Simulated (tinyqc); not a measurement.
Fermi level against carrier density: pi bands of a honeycomb layer in tight binding.

Constants: hbar^2/2m0 = 3.80998211 eV angstrom^2.

Parameters, chosen for this exercise (out of a larger set: of the size used for graphene; not measured data): D = 0.141 eV (+D on A, -D on B).

hbar v = 6.41257 eV angstrom

Cone with four flavours: n = kF^2/pi, EF = sqrt(D^2 + (hbar v kF)^2), density of states 2 EF/(pi (hbar v)^2), quantum capacitance e^2 times it (1 e^2/(eV angstrom^2) = 1602.177 microF/cm^2), cyclotron mass 2c EF/(hbar v)^2, c = hbar^2/2m0; 1e12/cm^2 = 1e-4/angstrom^2.

Filling:
```
n (1e12/cm^2),kF (1/angstrom),EF (eV),Cq (microF/cm^2),cyclotron mass (m0)
0.10,0.00560,0.1455,3.609,0.0270
0.25,0.00886,0.1520,3.771,0.0282
0.50,0.01253,0.1623,4.026,0.0301
1.00,0.01772,0.1811,4.492,0.0336
2.00,0.02507,0.2138,5.304,0.0396
4.00,0.03545,0.2675,6.635,0.0496
10.00,0.05605,0.3861,9.577,0.0715
20.00,0.07927,0.5275,13.084,0.0977
```

What does the comparison show, and why?

From 1 to 4e12/cm^2 EF rises by a factor 1.477, less than two because the gap 2D = 0.282 eV still counts. Capacitance and mass grow in proportion to EF counted from mid-gap, so hardly at all while a large gap term dominates it; in a parabolic band both are constant; Cq is 4.49 microF/cm^2 at 1e12/cm^2, against 3.45 for 1 nm of a dielectric with eps = 3.9.

Run: tinyqc, `OMP_NUM_THREADS=1 python tinyqc.py 1450806 1450807 out.jsonl`; Intel(R) Xeon(R) Processor @ 2.30GHz, one thread, shared host; about 0.01 s of CPU time with all checks.
